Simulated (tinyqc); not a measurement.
Band gaps under pressure and temperature from deformation potentials: one step. How much of dE/dT is thermal expansion. Five cases, with inputs chosen for the exercise.

Task: At 300 K: dE/dT = -aV T (T + 2 bV)/(T + bV)^2; expansion alone gives 3 aT a; the rest is electron-phonon coupling.

Case 1.

Values chosen (near those of GaP, the X and L potentials typical of such crystals; shifted at random, so the results belong to these values and not to a real crystal): aG = -9.99 eV (volume potential of the Gamma gap); aX = 1.32 eV (volume potential of the X gap); aL = -3.06 eV (volume potential of the L gap); aV = (0.552, 0.589, 0.57) meV/K (Varshni alpha of Gamma, X, L); bV = (364, 352, 378) K (Varshni beta of Gamma, X, L); aT = 4.5 1e-6/K (linear thermal expansion near 300 K).

Case 2.

Values chosen (near those of GaAs, the X and L potentials typical of such crystals; shifted at random, so the results belong to these values and not to a real crystal): aG = -8.21 eV (volume potential of the Gamma gap); aX = 1.07 eV (volume potential of the X gap); aL = -4.01 eV (volume potential of the L gap); aV = (0.54, 0.451, 0.575) meV/K (Varshni alpha of Gamma, X, L); bV = (188, 198, 219) K (Varshni beta of Gamma, X, L); aT = 5.8 1e-6/K (linear thermal expansion near 300 K).

Case 3.

Values chosen (near those of GaSb, the X and L potentials typical of such crystals; shifted at random, so the results belong to these values and not to a real crystal): aG = -8.33 eV (volume potential of the Gamma gap); aX = 1.08 eV (volume potential of the X gap); aL = -2.99 eV (volume potential of the L gap); aV = (0.415, 0.482, 0.608) meV/K (Varshni alpha of Gamma, X, L); bV = (131, 87, 133) K (Varshni beta of Gamma, X, L); aT = 6.2 1e-6/K (linear thermal expansion near 300 K).

Case 4.

Values chosen (near those of InAs, the X and L potentials typical of such crystals; shifted at random, so the results belong to these values and not to a real crystal): aG = -6.11 eV (volume potential of the Gamma gap); aX = 1.03 eV (volume potential of the X gap); aL = -4.39 eV (volume potential of the L gap); aV = (0.267, 0.279, 0.288) meV/K (Varshni alpha of Gamma, X, L); bV = (95, 88, 94) K (Varshni beta of Gamma, X, L); aT = 4.3 1e-6/K (linear thermal expansion near 300 K).

Case 5.

Values chosen (near those of GaAs, the X and L potentials typical of such crystals; shifted at random, so the results belong to these values and not to a real crystal): aG = -8.42 eV (volume potential of the Gamma gap); aX = 1.45 eV (volume potential of the X gap); aL = -3.17 eV (volume potential of the L gap); aV = (0.551, 0.468, 0.585) meV/K (Varshni alpha of Gamma, X, L); bV = (215, 209, 209) K (Varshni beta of Gamma, X, L); aT = 5.9 1e-6/K (linear thermal expansion near 300 K).

Give: dE/dT; from expansion; remainder.

Result:

Case 1.

dE/dT (meV/K): Gamma -0.3861, X -0.4173, L -0.3928

from expansion (meV/K): Gamma -0.1349, X 0.0178, L -0.0413

remainder (meV/K): Gamma -0.2513, X -0.4351, L -0.3515

Expansion supplies 35 % of the slope at Gamma and 11 % at L; at X it works against the fall.

Case 2.

dE/dT (meV/K): Gamma -0.4599, X -0.3797, L -0.4726

from expansion (meV/K): Gamma -0.1429, X 0.0186, L -0.0698

remainder (meV/K): Gamma -0.3170, X -0.3983, L -0.4028

Expansion supplies 31 % of the slope at Gamma and 15 % at L; at X it works against the fall.

Case 3.

dE/dT (meV/K): Gamma -0.3767, X -0.4576, L -0.5506

from expansion (meV/K): Gamma -0.1549, X 0.0201, L -0.0556

remainder (meV/K): Gamma -0.2217, X -0.4777, L -0.4950

Expansion supplies 41 % of the slope at Gamma and 10 % at L; at X it works against the fall.

Case 4.

dE/dT (meV/K): Gamma -0.2516, X -0.2646, L -0.2716

from expansion (meV/K): Gamma -0.0788, X 0.0133, L -0.0566

remainder (meV/K): Gamma -0.1727, X -0.2779, L -0.2150

Expansion supplies 31 % of the slope at Gamma and 21 % at L; at X it works against the fall.

Case 5.

dE/dT (meV/K): Gamma -0.4550, X -0.3891, L -0.4864

from expansion (meV/K): Gamma -0.1490, X 0.0257, L -0.0561

remainder (meV/K): Gamma -0.3059, X -0.4148, L -0.4303

Expansion supplies 33 % of the slope at Gamma and 12 % at L; at X it works against the fall.

Computed by tinyqc, one run a case: `OMP_NUM_THREADS=1 python tinyqc.py N N+1 out.jsonl` with N = 1051289, 1051408, 1080118, 1080197, 1080477; one thread of a shared Intel(R) Xeon(R) Processor @ 2.30GHz, about 0.01 s a run at most.
